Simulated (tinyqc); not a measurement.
Interband optics of a two-band s-p chain from momentum matrix elements, step by step. Values are carried at full precision from step to step, so a last printed digit may differ when a step is redone from the rounded ones.

H(k) = [[Es - 2 ts cos ka, 2i V sin ka], [-2i V sin ka, Ep_ + 2 tp cos ka]] in the basis s, p; the lower band is full, with two electrons a cell. The velocity operator times hbar is W = dH/dk (eV angstrom); intra-atomic dipoles are left out.

Constants: hbar^2/2m0 = 3.80998211 eV angstrom^2; e^2/(4 pi eps0) = 14.39964547 eV angstrom.

Inputs chosen for the exercise:
```
symbol  value  unit        meaning
a       2.35   angstrom    period
Es      3.64   eV          upper orbital (s)
Ep_     -1.98  eV          lower orbital (p)
ts      0.42   eV          s-s hopping
tp      0.35   eV          p-p hopping
V       0.72   eV          s-p hopping
k       0.3    2 pi/a      wave vector
N       10                 k points
Ar      6.6    angstrom^2  cross-section per chain
eta     0.15   eV          Lorentzian half width
E       2.36   eV          photon energy
```

## Hamiltonian and velocity at one k

Form H and W = dH/dk.

H (eV):
```
,s,p
s,3.8996,1.3695i
p,-1.3695i,-2.1963
```

W (eV angstrom):
```
,s,p
s,1.8774,-1.0457i
p,1.0457i,-1.5645
```

## Matrix element between the bands

Diagonalise H, transform W, and form w = |W_cv|^2, the Kane-type energy w/c and the oscillator strength f = w/(c D), c = hbar^2/2m0, D = Ec - Ev.

Ev, Ec (eV): -2.4899  4.1931

weights:
```
,v,c
s,0.0439,0.9561
p,0.9561,0.0439
```

slopes dEv/dk, dEc/dk (eV angstrom): -0.985  1.298

w = 2.753 eV^2 angstrom^2
w/c = 0.723 eV
f = 0.108

## Transitions on the mesh

At each k_j = (j + 1/2)/N (2 pi/a) up to the zone edge give D = Ec - Ev, w = |<c|W|v>|^2 and f = w/(c D), c = hbar^2/2m0; the other half of the zone repeats the values.

Transitions:
```
k (2 pi/a),D (eV),w (eV^2 angstrom^2),f
0.0500,4.2496,9.180,0.567
0.1500,5.2591,1.287,0.064
0.2500,6.3150,0.681,0.028
0.3500,6.9287,5.596,0.212
0.4500,7.1403,10.647,0.391
```

D runs from 4.250 to 7.140 eV on the mesh; f is largest at k = 0.0500.

## Dielectric function from the table

With w(k) = |<c|W|v>|^2 and D(k) = Ec - Ev, on the mesh k_j = (j + 1/2)/N (2 pi/a): eps(E) = 1 + (8 pi e2/(a Ar)) mean_j (w/D^2) [1/(D - E - i eta) + 1/(D + E + i eta)], e2 = e^2/(4 pi eps0); light polarised along the chains, no local fields.

Take the mean over the rows. Also eps(0) at eta = 0, and the effective electrons per cell n_eff = 2 mean(f).

eps(E) = 3.223+0.103i
eps(0) = 2.654
n_eff = 0.505

On a mesh of 2000 points the values are 3.240+0.105i, 2.662 and 0.506. n_eff need not equal the 2 electrons of the cell: a two-orbital basis with chosen hoppings does not obey the sum rule of free electrons.

## Checks

- Curvature of the lower band against <v|d2H/dk2|v> - 2 w/D (eV angstrom^2): both 3.355.
- Zone mean of 2 w/D against the zone mean of <v|d2H/dk2|v>, the f-sum rule of a full band (eV angstrom^2): both 1.9264.

(tinyqc, `OMP_NUM_THREADS=1 python tinyqc.py 1651933 1651934 out.jsonl`, Intel(R) Xeon(R) Processor @ 2.30GHz, 1 thread, shared host, about 0.01 s.)
